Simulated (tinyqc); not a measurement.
## Undoped gate-all-around wire MOSFET, analytic charge model: effect of the insulator thickness

An undoped round wire of radius R under an insulator shell and a surrounding gate; long channel, electrons only, n = ni exp((psi - V)/Vt) with V the quasi-Fermi potential (0 at the source, Vd at the drain), constant mobility, no quantisation. The radial Poisson equation gives n(r) = n(0)/(1 - (1 - b) r^2/R^2)^2 with b = Q0/(Q + Q0). Q is the electron charge per area of the wire surface.

ni = sqrt(Nc Nv) exp(-Eg/(2 Vt)), Eg in volts; Cox = eps0 eox/(R ln(1 + tox/R)); Q0 = 4 eps0 eps_r Vt/R; V0 = dphi + Vt ln[8 eps0 eps_r Vt/(q ni R^2)]. Q solves Vg - V0 - V = Q/Cox + Vt ln(Q/Q0) + Vt ln(1 + Q/Q0). I = mu (2 pi R/L)[2 Vt (Qs - Qd) + (Qs^2 - Qd^2)/(2 Cox) + Vt Q0 ln((Qd + Q0)/(Qs + Q0))], with Qs at V = 0 and Qd at V = Vd.  I(low) is taken at Vg = -0.12 V, Qs and I(high) at Vg = 0.63 V.

Parameters, values chosen for the exercise; material values close to those of germanium: temperature T = 300 K; band gap Eg = 0.66 eV; relative permittivity of the semiconductor eps_r = 16; conduction-band density of states at T Nc = 1.02e19 cm^-3; valence-band density of states at T Nv = 6.11e18 cm^-3; relative permittivity of the gate insulator eox = 23.8; wire radius R = 20 nm; gate work function less that of the intrinsic body dphi = -0.13 V; channel mobility mu = 170 cm^2/(V s); gate length L = 2 um; drain voltage Vd = 0.3 V.

Constants: q = 1.602176634e-19 C, kB = 1.380649e-23 J/K, Vt = kB T/q, eps0 = 8.8541878128e-14 F/cm where lengths are in cm. Results are converted to the units shown.

The same in every row: V0 (V) = 0.12635.

Effect of the insulator thickness:

| tox (nm) | I(low) (nA) | Qs(high) (nC/cm^2) | I(high) (uA) |
|---|---|---|---|
| 1.7 | 0.0014702 | 3852.4 | 7.3826 |
| 2.5 | 0.0014702 | 2812.3 | 5.5223 |
| 3.5 | 0.0014702 | 2144.2 | 4.2922 |
| 5.1 | 0.0014701 | 1592.4 | 3.2499 |
| 7.4 | 0.0014701 | 1197.1 | 2.4848 |
| 11 | 0.0014701 | 894.86 | 1.8871 |
| 15 | 0.0014701 | 720.95 | 1.5370 |

What does the table show?

As tox goes from 1.7 to 15 nm, I(low) stays near 0.00147 nA and I(high) falls from 7.38 to 1.54 uA. On average I(low) is independent of tox and I(high) goes as tox^(-0.72). Below threshold no voltage drops over the insulator in this long-channel model, so its thickness does not matter there. In every row the surface density at the source at the higher gate voltage passes 0.3 Nc, where Boltzmann statistics fail.

tinyqc, about 0.02 s, one thread, Intel Xeon 2.30GHz (shared host): `OMP_NUM_THREADS=1 python tinyqc.py 2460049 2460050 out.jsonl`
